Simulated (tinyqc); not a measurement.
Scan in temperature at fixed frequency: admittance spectroscopy and thermally stimulated current of one trap level in a depletion layer. Computed by tinyqc, a small Python program. Command: `OMP_NUM_THREADS=1 python tinyqc.py 3113432 3113433 out.jsonl admit walk`. One thread of a shared host (Intel(R) Xeon(R) Processor @ 2.30GHz), about 0.01 s of CPU time with the checks.

A Schottky junction on n-type material holds one donor-like electron trap; shallow donors are fully ionised and abrupt depletion edges are assumed.

Inputs (values chosen for the exercise, modelled on n-type silicon):

| quantity | value | unit |
|---|---|---|
| dielectric constant eps | 11.8 | - |
| density-of-states mass m | 1.05 | m_0 |
| shallow doping N | 4.3e+16 | 1/cm^3 |
| trap density N_t | 1.2e+15 | 1/cm^3 |
| trap depth E_t below the band | 0.348 | eV |
| capture cross section sigma | 1.3e-14 | cm^2 |
| band bending V_b | 0.94 | V |
| test frequency f | 600000 | Hz |

Constants: k_B = 1.380649e-23 J/K; m_0 = 9.1093837015e-31 kg; h = 6.62607015e-34 J s; k_B = 8.617333262e-05 eV/K; eps_0 = 8.8541878128e-12 F/m; e = 1.602176634e-19 C.

Method:
- N_c = 2 (2 pi m k_B T/h^2)^(3/2), v_th = sqrt(3 k_B T/m), emission rate e_n = sigma v_th N_c exp(-E_t/(k_B T)).
- Where the level crosses the Fermi level capture equals emission, so the trap follows the signal with the rate 2 e_n; G/omega peaks at omega = 2 e_n (the correction for large N_t/N is left out).
- Solve 2 e_n(T_p) = 2 pi f.
- With E_c - E_F = k_B T_p ln(N_c/N): lambda = sqrt(2 eps eps_0 (E_t - (E_c - E_F))/(e^2 N)); traps are empty and charged for x < x_t = w - lambda, and V_b = e (N w^2 + N_t x_t^2)/(2 eps eps_0). High frequency: C_hf = eps eps_0/w. Low frequency: C_lf = eps eps_0 (N + N_t)/(N w + N_t x_t).
- With x = omega/(2 e_n): C = C_hf + (C_lf - C_hf)/(1 + x^2), G/omega = (C_lf - C_hf) x/(1 + x^2); C_hf and C_lf are held at their values at T_p.

peak temperature T_p = 279.876 K

C_hf = 62.1301 nF/cm^2

C_lf = 62.9115 nF/cm^2

Admittance:

| T (K) | omega/(2 e_n) | C (nF/cm^2) | G/omega (nF/cm^2) |
|---|---|---|---|
| 246.3 | 9.2310 | 62.139 | 0.08367 |
| 257.5 | 4.1391 | 62.173 | 0.17837 |
| 265.9 | 2.3651 | 62.249 | 0.28028 |
| 274.3 | 1.3959 | 62.395 | 0.36993 |
| 279.9 | 0.9986 | 62.521 | 0.39070 |
| 285.5 | 0.7232 | 62.643 | 0.37104 |
| 293.9 | 0.4555 | 62.777 | 0.29477 |
| 305.1 | 0.2552 | 62.864 | 0.18725 |
| 319.1 | 0.1306 | 62.898 | 0.10030 |

What does the comparison show, and why?

The peak of G/omega is half the step, 0.391 nF/cm^2. Its full width is near 2 ln(2 + sqrt3) k_B T_p^2/(E_t + 2 k_B T_p) = 44.9 K.

Extremes, crossings and ranges named in words are read from the listed rows.
